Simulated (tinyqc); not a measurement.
Worked calculation: finite-difference solution of the diffusion equation on a small grid. Computed by tinyqc, a small Python program that keeps every step. Command: `OMP_NUM_THREADS=1 python tinyqc.py 3012774 3012775 out.jsonl fdiff walk`. One thread of a shared host (Intel(R) Xeon(R) Processor @ 2.30GHz), about 0.01 s of CPU time with the checks. Intermediate numbers are printed to about 7 digits and carried at full precision; extremes and crossings named in words are read from the listed rows.

dC/dt = D d2C/dx2 on nodes x_j = j dx, j = 0..8; the far end is sealed.

Inputs (values chosen for the exercise):

| quantity | value | unit |
|---|---|---|
| diffusivity D | 0.37 | nm^2/s |
| grid spacing dx | 25 | nm |
| time step dt | 1700 | s |
| final time t_f | 51000 | s |
| loss velocity h | 0.0044 | nm/s |

Boundary at x = 0: surface loss. Scheme: explicit.

start values C_j, j = 0, 1, ... (% of a reference): 9.83  26.1  69.5  100  59.1  23.5  1.16  0  0

## Mesh ratio and operator

The operator M acts as (M C)_j = C_(j-1) - 2 C_j + C_(j+1); at the sealed far end a mirror node gives 2 C_(N-2) - 2 C_(N-1); at j = 0, the outward flux h C_0 gives 2 C_1 - (2 + 2 h dx/D) C_0. r = D dt/dx^2.

mesh ratio r = 1.0064

operator M:
```
           0          1          2          3          4          5          6          7
0  -2.594595   2.000000   0.000000   0.000000   0.000000   0.000000   0.000000   0.000000
1   1.000000  -2.000000   1.000000   0.000000   0.000000   0.000000   0.000000   0.000000
2   0.000000   1.000000  -2.000000   1.000000   0.000000   0.000000   0.000000   0.000000
3   0.000000   0.000000   1.000000  -2.000000   1.000000   0.000000   0.000000   0.000000
4   0.000000   0.000000   0.000000   1.000000  -2.000000   1.000000   0.000000   0.000000
5   0.000000   0.000000   0.000000   0.000000   1.000000  -2.000000   1.000000   0.000000
6   0.000000   0.000000   0.000000   0.000000   0.000000   1.000000  -2.000000   1.000000
7   0.000000   0.000000   0.000000   0.000000   0.000000   0.000000   1.000000  -2.000000
8   0.000000   0.000000   0.000000   0.000000   0.000000   0.000000   0.000000   2.000000

           8
0   0.000000
1   0.000000
2   0.000000
3   0.000000
4   0.000000
5   0.000000
6   0.000000
7   1.000000
8  -2.000000
```

## Amplification factors

The mode of M with eigenvalue mu has its amplitude multiplied per step by g = (1 + (1 - theta) r mu)/(1 - theta r mu), with theta = 0 explicit, 1 implicit, 1/2 Crank-Nicolson; the explicit scheme is stable for r up to 2/|mu_min|.

eigenvalues mu of M: -4.089443  -3.914969  -3.486153  -2.837831  -2.072273  -1.306080  -0.654900  -0.213066  -0.019880

factors g: -3.115616  -2.940025  -2.508465  -1.855993  -1.085535  -0.314439  0.340909  0.785571  0.979993

largest stable r of the explicit scheme = 0.4890641

The smallest factor is -3.116: its size exceeds 1, so the shortest wave grows.

## Time step 1

C at the start (%): 9.83  26.10  69.50  100.00  59.10  23.50  1.16  0.00  0.00

With r = D dt/dx^2: (1 - theta r M) C(new) = (1 + (1 - theta) r M) C(old); theta = 0 explicit, 1 implicit, 1/2 Crank-Nicolson.

C after step 1 (%): 36.69598  53.40363  56.51744  28.14304  64.43392  36.84486  22.47555  1.16742  0.00000

## Time step 2

The formulas are those given above.

C after step 2 (%): 48.36626  39.72279  24.82771  93.22218  0.14515  50.14921  15.49233  21.43703  2.34979

## All steps

The run takes n = round(t_f/dt) steps of length t_f/n. The dose is the trapezoidal sum of C dx; the error is the largest difference from exp(M D t/dx^2) C(0), the exact time evolution on the same grid.

Course of the run:

| step | t (s) | C_1 | C_4 | dose (% nm) | largest error |
|---|---|---|---|---|---|
| 1 | 1700 | 5.340363e+01 | 6.443392e+01 | 7.033347e+03 | 3.541393e+01 |
| 2 | 3400 | 3.972279e+01 | 1.451524e-01 | 6.758861e+03 | 4.460376e+01 |
| 3 | 5100 | 3.343117e+01 | 1.441420e+02 | 6.397081e+03 | 1.137006e+02 |
| 4 | 6800 | 7.752587e+01 | -2.509910e+02 | 6.381924e+03 | 2.879358e+02 |
| 5 | 8500 | -1.611402e+02 | 8.196605e+02 | 5.903014e+03 | 7.849350e+02 |
| 6 | 10200 | 7.726361e+02 | -2.156640e+03 | 5.507424e+03 | 2.189668e+03 |
| 7 | 11900 | -2.658980e+03 | 6.191839e+03 | 8.570884e+03 | 6.160182e+03 |
| ... | ... | ... | ... | ... | ... |
| 24 | 40800 | 1.162906e+12 | -7.231808e+11 | -2.746223e+12 | 1.523607e+12 |
| 25 | 42500 | -3.653391e+12 | 2.221639e+12 | 8.650359e+12 | 4.795532e+12 |
| 26 | 44200 | 1.146978e+13 | -6.833054e+12 | -2.722022e+13 | 1.508011e+13 |
| 27 | 45900 | -3.598774e+13 | 2.103821e+13 | 8.557899e+13 | 4.738345e+13 |
| 28 | 47600 | 1.128554e+14 | -6.483391e+13 | -2.688492e+14 | 1.487803e+14 |
| 29 | 49300 | -3.537389e+14 | 1.999633e+14 | 8.440277e+14 | 4.668703e+14 |
| 30 | 51000 | 1.108296e+15 | -6.171837e+14 | -2.648162e+15 | 1.464227e+15 |

C at the end (%): -1.464227e+15  1.108296e+15  -8.693911e+14  7.143214e+14  -6.171837e+14  5.586207e+14  -5.251076e+14  5.080606e+14  -5.028584e+14

largest error at t_f = 1.464227e+15 %

final dose = -2.648162e+15 % nm

final C_4 = -6.171837e+14 %

The error grows by a factor near 3.12 a step with alternating sign from node to node: r = 1.01 exceeds the stability limit 0.489 of the explicit scheme.

Reruns converge with time step dt = 680.0; or with scheme = implicit; or with scheme = Crank-Nicolson. Reruns still fail with time step dt = 1400.0.
